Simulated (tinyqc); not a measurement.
# From one set of inputs to another, one input at a time

Model: deep-level transient spectroscopy (DLTS) of one majority-carrier trap. Computed by tinyqc, a small Python program. Command: `OMP_NUM_THREADS=1 python tinyqc.py 3025491 3025492 out.jsonl dlts ladder`. One thread of a shared host (Intel(R) Xeon(R) Processor @ 2.30GHz), about 0.09 s of CPU time with the checks.

A filling pulse loads the traps in a one-sided junction; under reverse bias they empty at the rate e, and the capacitance relaxes as C(t) = C_0 - dC exp(-e t). The signal is S = [C(t_2) - C(t_1)]/dC.

The inputs printed are set A. Inputs not listed in the table keep their values of set A, so the rows need not describe a real material.

Inputs (values chosen for the exercise, with mass and screening modelled on GaP):

| quantity | value | unit |
|---|---|---|
| density-of-states mass m | 0.483 | m_0 |
| valleys M | 3 | - |
| trap depth E_t | 0.803 | eV |
| cross-section sigma_0 | 5.5e-14 | cm^2 |
| degeneracy ratio g | 1 | - |
| gate time t_1 | 0.01 | s |
| ratio t_2/t_1 | 4 | - |
| temperature T | 529 | K |
| doping N | 8.3e+14 | cm^-3 |
| trap density N_t | 1.3e+12 | cm^-3 |
| dielectric constant eps | 11.2 | - |
| built-in voltage V_b | 1.5 | V |
| reverse bias V_r | 3.3 | V |
| diode area | 0.00075 | cm^2 |
| capture barrier E_b | 0.043 | eV |

Carriers: electrons. Extra term: capture barrier.

Constants: k_B = 8.617333262e-05 eV/K; k_B = 1.380649e-23 J/K; m_0 = 9.1093837015e-31 kg; h = 6.62607015e-34 J s; eps_0 = 8.8541878128e-12 F/m; e = 1.602176634e-19 C.

Method:
- e = g sigma v N_b exp(-E/k_B T), v = sqrt(3 k_B T/m), N_b = 2 M (2 pi m k_B T/h^2)^(3/2), sigma = sigma_0 exp(-E_b/k_B T), E = E_t.
- S(e) = exp(-e t_1) - exp(-e t_2) peaks at the rate window e_0 = ln(t_2/t_1)/(t_2 - t_1).
- T_p solves e(T) = e_0 (bisection between 15 and 1500 K); the half-height points solve S = S_max/2 on either side.
- W = sqrt(2 eps eps_0 (V_b + V_r)/(e N)), C_0 = eps eps_0 area/W. The pulse goes to zero bias, W_0 = W(V_r = 0). Traps within lambda = sqrt(2 eps eps_0 (E_t - E_F)/(e^2 N)) of the depletion edge stay filled, with E_F = k_B T_p ln(N_b/N) from the band, N_b = 2 M (2 pi m k_B T_p/h^2)^(3/2) (dopants taken as fully ionised). dC = C_0 (N_t/2N) f, f = [(W - lambda)^2 - max(W_0 - lambda, 0)^2]/W^2. The simple estimate is 2 N dC/C_0.

Each row keeps all changes above it:

| input moved | from | to | peak temperature T_p (K) | full width (K) | C_0 (pF) |
|---|---|---|---|---|---|
| set A | - | - | 359.47 | 32.144 | 2.7797 |
| trap depth E_t (eV) | 0.803 | 0.498 | 237.10 | 21.815 | 2.7797 |
| cross-section sigma_0 (cm^2) | 5.5e-14 | 3e-14 | 242.26 | 22.735 | 2.7797 |
| ratio t_2/t_1 | 4 | 2 | 245.82 | 21.967 | 2.7797 |
| reverse bias V_r (V) | 3.3 | 3.5 | 245.82 | 21.967 | 2.7236 |
| doping N (cm^-3) | 8.3e+14 | 5.2e+14 | 245.82 | 21.967 | 2.1558 |
| density-of-states mass m (m_0) | 0.483 | 0.203 | 253.80 | 23.353 | 2.1558 |
| capture barrier E_b (eV) | 0.043 | 0.11 | 282.76 | 25.812 | 2.1558 |

Which inputs carry the difference?

Peak temperature T_p goes from 359 to 283, a factor 0.787 in all. The largest single move comes from trap depth E_t (a factor 0.660), and capture barrier E_b works against it (a factor 1.11). Full width goes from 32.1 to 25.8, a factor 0.803 in all. The largest single move comes from trap depth E_t (a factor 0.679), and capture barrier E_b works against it (a factor 1.11). C_0 goes from 2.78 to 2.16, a factor 0.776 in all. The largest single move comes from doping N (a factor 0.792). The single moves hold for this order of the switches; the total does not depend on the order.

Extremes, crossings and ranges named in words are read from the listed rows.
